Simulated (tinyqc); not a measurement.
From results back to parameters: six-band hole subbands of a thin body in a field. Three cases, with inputs chosen for the exercise.

Problem. Without spin-orbit coupling the masses along a normal n are the inverse eigenvalues of C(n n^T)/c: 1/(g1 - 2 g2) twice and 1/(g1 + 4 g2) on (001); 1/(g1 - 2 g3) twice and 1/(g1 + 4 g3) on (111); on (110) 1/(g1 + g2 - 3 g3), 1/(g1 - 2 g2) and 1/(g1 + g2 + 3 g3). Three masses were computed from hidden g1, g2, g3.

Case 1.

heavy and light mass on (001) (m0): 0.279330  0.177936

heavy mass on (111) = 0.735294 m0

Case 2.

heavy and light mass on (001) (m0): 0.277778  0.177305

heavy mass on (111) = 0.724638 m0

Case 3.

heavy and light mass on (001) (m0): 0.278552  0.177620

heavy mass on (111) = 0.729927 m0

Find: g1, g2, g3; heaviest mass on (110).

Solution. The inverse masses on (001) differ by 6 g2, which gives g2 and g1; g3 = (g1 - 1/m(111))/2.

Case 1.

g1, g2, g3: 4.26  0.34  1.45

heaviest mass on (110) = 4.00 m0

Case 2.

g1, g2, g3: 4.28  0.34  1.45

heaviest mass on (110) = 3.70 m0

Case 3.

g1, g2, g3: 4.27  0.34  1.45

heaviest mass on (110) = 3.85 m0

Computed by tinyqc, one run a case: `OMP_NUM_THREADS=1 python tinyqc.py N N+1 out.jsonl` with N = 1252001, 1252013, 1252016; one thread of a shared Intel(R) Xeon(R) Processor @ 2.30GHz, about 0.6 s a run at most.
